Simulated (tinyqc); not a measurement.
# Worked calculation: space-charge-limited current with shallow traps

tinyqc, about 0.01 s, one thread, Intel Xeon 2.30GHz (shared host): `OMP_NUM_THREADS=1 python tinyqc.py 2370080 2370081 out.jsonl` Printed values are rounded.

One carrier type, drift only, an injecting contact at x = 0 (zero field) and thickness L. The share th = y/(1 + y), y = (Nc/Nt) exp(-Et/kB T), of the injected charge is free: J = q mu n F, eps0 eps_r dF/dx = q (n - n0)/th.

Inputs (values chosen for the exercise):
- T = 300 K (temperature)
- eps_r = 13.3 (relative permittivity)
- mu = 3.7 cm^2/(V s) (mobility)
- L = 4400 nm (thickness)
- Nc = 5.2e20 cm^-3 (band density of states)
- Nt = 1.2e15 cm^-3 (trap density)
- Et = 0.22 eV (trap depth)
- n0 = 9.3e12 cm^-3 (free carrier density in equilibrium)
- V = 6.1 V (voltage)

Constants: q = 1.602176634e-19 C, kB = 1.380649e-23 J/K, Vt = kB T/q, eps0 = 8.8541878128e-14 F/cm where lengths are in cm. Results are converted to the units shown.

Range of the model: Diffusion and a field-dependent mobility are left out. With injecting contacts the diffusion current, about 4 pi^2 Vt th eps0 eps_r mu V/L^3, equals the Mott-Gurney current at V = 35 kB T/q (0.9 V at 300 K), so the drift-only result needs V well above that.

## Limits and characteristic voltages

Ohmic J = q n0 mu V/L; Mott-Gurney J = (9/8) th eps0 eps_r mu V^2/L^3; they cross at Vx = 8 q n0 L^2/(9 th eps0 eps_r); traps fill at V_TFL = q Nt L^2/(2 eps0 eps_r).

th = 0.988674
ohmic J = 0.0764315 A/cm^2
Mott-Gurney J = 2.11694 A/cm^2
Vx = 0.220238 V
V_TFL = 15.8040 V

## The exact current

Exact: with u = n0/n(L), w = -u - ln(1 - u) and v = -u - u^2/2 - ln(1 - u), V = (q n0 L^2/(th eps0 eps_r)) v/w^2 and J = q^2 n0^2 mu L/(th eps0 eps_r w). v/w^2 falls steadily with u, so u follows by bisection.

v/w^2 = 24.6198
u = 0.0524885
w = 0.00142771
J = 2.17445 A/cm^2
exit field over V/L = 1.49328

J is 0.86 % below the plain sum of the two limits; the exit field lies between the ohmic 1 and the Mott-Gurney 1.5.
